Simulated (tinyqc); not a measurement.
Frequency dispersion of an accumulation capacitance by border traps, distributed model: capacitance and loss against frequency.

Traps spread evenly through the insulator exchange electrons with the semiconductor by tunnelling, with tau(x) = t0 exp(2 ka x) at depth x from the interface. The admittance per area Y seen at depth x obeys dY/dx = -Y^2/(i w eps0 eox) + q Nb ln(1 + i w tau)/tau, with Y(0) = i w Cs and w = 2 pi f; the gate sees Y(tox) = G + i w C. Working variable y = Y/(i w), in uF/cm^2. Cox = eps0 eox/tox.

Cox; trap-free value 1/(1/Cox + 1/Cs); response depth d = ln(1/(w t0))/(2 ka), where w tau = 1; lumped estimate: all traps within d act as C_bt = q Nb d placed at d/2, so C = 1/{1/[1/(1/Cs + d/(2 eps0 eox)) + C_bt] + (tox - d/2)/(eps0 eox)}. C and G from a fine integration; dispersion -d C/d log10 f over C, from f times and over 1.1. For a broad spread of time constants G/w is close to -(pi/2) dC/d ln w.

Inputs (values chosen for the exercise); permittivity close to that of aluminium oxide:

| symbol | value | unit | meaning |
|---|---|---|---|
| eox | 8.14 |  | relative permittivity of the insulator |
| tox | 8.6 | nm | insulator thickness |
| Cs | 1.3 | uF/cm^2 | semiconductor capacitance in accumulation |
| Nb | 3.5e19 | cm^-3 eV^-1 | density of border traps |
| ka | 3.5 | 1/nm | decay constant of the wave function in the insulator |
| t0 | 4e-10 | s | time constant of a trap at the interface |

Constants: q = 1.602176634e-19 C, eps0 = 8.8541878128e-14 F/cm where lengths are in cm. Results are converted to the units shown.

The same in every row: trap-free C (uF/cm^2) = 0.5096.

Capacitance and loss against frequency:

| f (Hz) | d (nm) | C (uF/cm^2) | G/w (uF/cm^2) | dispersion (% a decade) | -(pi/2) dC/d ln w (uF/cm^2) | lumped C (uF/cm^2) |
|---|---|---|---|---|---|---|
| 10 | 2.500 | 0.7287 | 0.02011 | 4.039 | 0.02008 | 0.7013 |
| 100 | 2.171 | 0.6999 | 0.01929 | 4.035 | 0.01926 | 0.6773 |
| 1000 | 1.842 | 0.6721 | 0.01865 | 4.062 | 0.01863 | 0.6531 |
| 10000 | 1.513 | 0.6452 | 0.01820 | 4.128 | 0.01817 | 0.6289 |
| 1e5 | 1.184 | 0.6188 | 0.01793 | 4.239 | 0.01790 | 0.6042 |
| 1e6 | 0.8552 | 0.5926 | 0.01785 | 4.410 | 0.01783 | 0.5791 |
| 1e7 | 0.5262 | 0.5664 | 0.01793 | 4.661 | 0.01801 | 0.5532 |

Read the table: what changes, and by how much?

C falls from 0.7287 to 0.5664 uF/cm^2, towards the trap-free 0.5096; each decade of frequency removes ln 10/(2 ka) = 0.329 nm from the response depth. The dispersion goes from 4.04 through a minimum of 4.03 (at f = 100 Hz among the rows listed) to 4.66 % a decade and G/w goes from 0.02011 through a minimum of 0.01785 (at f = 1e6 Hz among the rows listed) to 0.01793 uF/cm^2. G/w lies between 0.996 and 1.00 times -(pi/2) dC/d ln w, the relation for a broad spread of time constants.

Computed by the program tinyqc: `OMP_NUM_THREADS=1 python tinyqc.py 2202221 2202222 out.jsonl`, one thread of a shared Intel Xeon 2.30GHz, about 0.6 s for the whole run.
